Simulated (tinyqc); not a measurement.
Inside a calculation. Method: CCSD on RHF in the 6-311g basis, for He, spin multiplicity 1. One step of it, computed by the program tinyqc.

Problem. CCSD: starting amplitudes. t_ij^ab = <ij||ab> / (e_i + e_j - e_a - e_b), whose energy is MP2.

orbital energies (hartree): [-0.916871, 0.829434, 6.313546]

Two-electron integrals over orbitals (pq|rs), unique and non-zero (hartree):
```
(11|11) 1.026153    (21|11) -0.277318   (21|21) 0.146549    (22|11) 0.659589
(22|21) -0.113630   (22|22) 0.506646    (31|11) -0.173910   (31|21) 0.125599
(31|22) -0.078781   (31|31) 0.216548    (32|11) 0.229495    (32|21) -0.120916
(32|22) 0.102674    (32|31) -0.148688   (32|32) 0.127591    (33|11) 1.176980
(33|21) -0.380997   (33|22) 0.727303    (33|31) -0.386668   (33|32) 0.380658
(33|33) 1.599956
```

Give: Starting amplitudes; correlation energy.

Solution.

Starting amplitudes (spin orbitals 1a, 1b, ...; amplitudes related by a flip of all spins are not repeated):
```
from      to        t
1a 1b  2a 2b  -0.0420
1a 1b  3a 3b  -0.0150
1a 1b  2a 3b  -0.0140
```

correlation energy = -0.012907 hartree
